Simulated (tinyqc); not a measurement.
## Access strength from the read disturbance

Inverse problem. Transistor (EKV form, voltages against the body): I = 2 n b Vt^2 [F(vp - Vs) - F(vp - Vd)] from drain to source, F(v) = ln^2(1 + exp(v/(2 Vt))), vp = (Vg - VT + sg |Vd - Vs|)/n. n-channel bodies are at 0; for the p-channel device all voltages are counted down from Vdd. b in uA/V^2 gives I in uA. In an SRAM read the low node Q obeys In(gate QB, drain Q) = Ip(gate QB, drain Q) + Ia, where the access transistor (threshold VTn) has its gate and drain at Vdd and its source at Q. Find Ia, ba and the cell ratio bn/ba.

Values chosen for this exercise: temperature T = 250 K; supply voltage Vdd = 1 V; slope factor n = 1.43; drain-induced barrier lowering sg = 0.023; n-channel threshold VTn = 0.38 V; p-channel threshold (magnitude) VTp = 0.37 V; gain factor of the pull-down transistor bn = 550 uA/V^2; gain factor of the pull-up transistor bp = 210 uA/V^2.

Constants: q = 1.602176634e-19 C, kB = 1.380649e-23 J/K, Vt = kB T/q. Results are converted to the units shown.

Q and QB in the read (V): [0.13360113, 0.99999516]

Answer. The node equation gives Ia, which is proportional to ba.

Ia = 38.76 uA
ba = 550.0 uA/V^2
cell ratio = 1.000

tinyqc, about 0.1 s, one thread, Intel Xeon 2.30GHz (shared host): `OMP_NUM_THREADS=1 python tinyqc.py 2340088 2340089 out.jsonl`
